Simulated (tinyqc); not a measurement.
Worked calculation: plane-wave Kohn-Sham cycle with exchange-only LDA in a layered model solid. One step of it, computed by the program tinyqc.

Question. Iteration 2: levels at that k. Diagonalise the Hermitian matrix.

H (hartree), order -2, -1, +0, +1, +2:
```
[[0.366946, 0.115451, 0.021455, -0.006557, -0.002316],
 [0.115451, -0.107181, 0.115451, 0.021455, -0.006557],
 [0.021455, 0.115451, -0.236489, 0.115451, 0.021455],
 [-0.006557, 0.021455, 0.115451, -0.020976, 0.115451],
 [-0.002316, -0.006557, 0.021455, 0.115451, 0.539356]]
```

Give: eigenvalues.

Answer.

eigenvalues (hartree): [-0.333, -0.121, 0.033, 0.397, 0.565]
